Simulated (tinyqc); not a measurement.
Changing the temperature T: non-radiative capture by multiphonon emission, one effective mode. Computed by tinyqc, a small Python program. Command: `OMP_NUM_THREADS=1 python tinyqc.py 3002912 3002913 out.jsonl capture sweep`. One thread of a shared host (Intel(R) Xeon(R) Processor @ 2.30GHz), about 0.04 s of CPU time with the checks.

The initial state (free carrier plus empty centre) lies dE above the final state; both have the same frequency and are displaced by dQ.

Inputs (values chosen for the exercise, for a model semiconductor): energy released dE = 0.636 eV; phonon energy hbar omega = 30.6 meV; Huang-Rhys factor S = 5.24; electron-phonon coupling W = 0.009 eV/(u^(1/2) angstrom); cell volume V = 2390 angstrom^3; degeneracy g = 2; broadening b = 21 meV; carrier mass m = 0.722 m_0; dielectric constant eps = 13.1; defect density N_t = 3e+16 cm^-3.

Centre: attractive.

Constants: hbar^2/u = 4.18015928e-03 eV angstrom^2; k_B = 8.617333262e-05 eV/K; hbar = 6.582119569e-16 eV s; Ry = 13.605693123 eV; k_B = 1.380649e-23 J/K; m_0 = 9.1093837015e-31 kg.

Method:
- dQ = sqrt(2 S (hbar^2/u)/hbar omega); relaxation energy lambda = S hbar omega; phonons needed P = dE/hbar omega; classical barrier E_b = (dE - lambda)^2/(4 lambda); occupation n = 1/(exp(hbar omega/k_B T) - 1).
- Huang-Rhys weight for a net emission of p phonons: L_p = exp(-S (2n + 1)) ((n + 1)/n)^(p/2) I_p(2 S sqrt(n (n + 1))), I_p the modified Bessel function.
- M_p = sum_m w_m <m_i|Q|(m + p)_f>^2 with Q counted from the final minimum and Boltzmann weights w_m for m = 0..24; <m_i|Q|k_f> = sqrt((hbar^2/u)/(2 hbar omega)) [sqrt(k) <m|k-1> + sqrt(k+1) <m|k+1>], with overlaps of oscillators displaced by d = sqrt(2 S) summed on 1500 points from -16 to 16 + d.
- The delta function is a Gaussian of standard deviation b at dE - p hbar omega.
- C_0 = V (2 pi/hbar) g W^2 sum_p M_p Gaussian_p. The sum runs over the seven p from round(P) - 3 to round(P) + 3; 1 angstrom^3 = 1e-24 cm^3.
- Sommerfeld factor of an attractive centre: s(k) = 2 pi nu/(1 - exp(-2 pi nu)), nu = sqrt(Ry*/E), Ry* = Ry m/eps^2, averaged over (2/sqrt(pi)) sqrt(x) exp(-x) dx with x = E/k_B T = t^2 (trapezoid, t to 6 in steps of 0.01).
- C = s C_0; v = sqrt(3 k_B T/m); sigma = C/v; tau = 1/(C N_t).

One run for each value:
```
temperature T (K)  capture coefficient C (cm^3/s)  C_0 (cm^3/s)  Sommerfeld factor s  cross-section sigma (cm^2)
60                                      6.876e-12     2.915e-13                23.59                   1.119e-18
83                                      6.613e-12     3.297e-13                20.06                   9.147e-19
120                                     8.401e-12     5.036e-13                16.68                   9.664e-19
160                                     1.389e-11     9.611e-13                14.45                   1.383e-18
220                                     3.418e-11     2.773e-12                12.32                   2.903e-18
310                                     1.229e-10     1.183e-11                10.39                   8.797e-18
430                                     4.750e-10     5.379e-11                 8.83                   2.886e-17
600                                     1.782e-09     2.379e-10                 7.49                   9.167e-17
```

What does the table show, and why?

Over the rows, capture coefficient C (cm^3/s) goes from 6.88e-12 through a minimum among these rows, 6.61e-12 at 83.0, to 1.78e-9; C_0 (cm^3/s) rises from 2.91e-13 to 2.38e-10 (exponent d ln y / d ln x 0.38 between the first rows and 4.5 between the last); Sommerfeld factor s falls from 23.6 to 7.49 (exponent d ln y / d ln x about -0.50 throughout). The exponent of Sommerfeld factor s stays between -0.50 and -0.49, near -0.50: the attractive limit s = 4 sqrt(pi Ry*/k_B T). The classical barrier (dE - S hbar omega)^2/(4 S hbar omega) is 0.353 eV and hbar omega/k_B is 355 K; well below that temperature C_0 is the tunnelling rate from the lowest level.

Caution (all rows): the largest term is not the one nearest energy conservation, so C_0 depends strongly on the broadening b. Caution (all rows): the effective Bohr radius is under 10 angstrom, so the effective-mass Sommerfeld factor is rough.

Extremes, crossings and ranges named in words are read from the listed rows.
